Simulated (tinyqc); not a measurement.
Thermodynamics of metal silicides: hull, first phase, silicon consumed, nucleation and stability against SiO2: one step, computed by the program tinyqc. Command: `OMP_NUM_THREADS=1 python tinyqc.py 3026064 3026065 out.jsonl silphase walk`. One thread of a shared host (Intel(R) Xeon(R) Processor @ 2.30GHz), about 0.01 s of CPU time with the checks.

Entropies of formation of the solids are neglected, so heats stand for free energies. Si fractions: M5Si3 0.3750, MSi 0.5000, MSi2 0.6667.

Question. First phase. Effective heat of formation: at the interface the mixture has the Si fraction x_e; the limiting element scales the heat, H_eff = H x_e/x if x_e < x, H (1 - x_e)/(1 - x) otherwise. The rule names the most negative as the first phase; its restriction to congruently melting phases is left out here.

Inputs (values chosen for the exercise, of the order of those of titanium silicides for heats and volumes only):
```
quantity                                value          unit
heat of formation of M5Si3              -72.3  kJ/mol atoms
heat of formation of MSi                  -67  kJ/mol atoms
heat of formation of MSi2               -46.9  kJ/mol atoms
Si fraction x_e at the lowest liquidus    0.6             -
```

Phases: M5Si3, MSi, MSi2.

Give: H_eff; most negative H_eff.

Answer.

H_eff (kJ/mol atoms): M5Si3 -46.272, MSi -53.600, MSi2 -42.210

most negative H_eff = -53.6 kJ/mol atoms

The rule picks MSi, ahead of M5Si3 by 7.3 kJ/mol; it is not the phase with the most negative heat itself. The rule is empirical and ignores nucleation barriers.
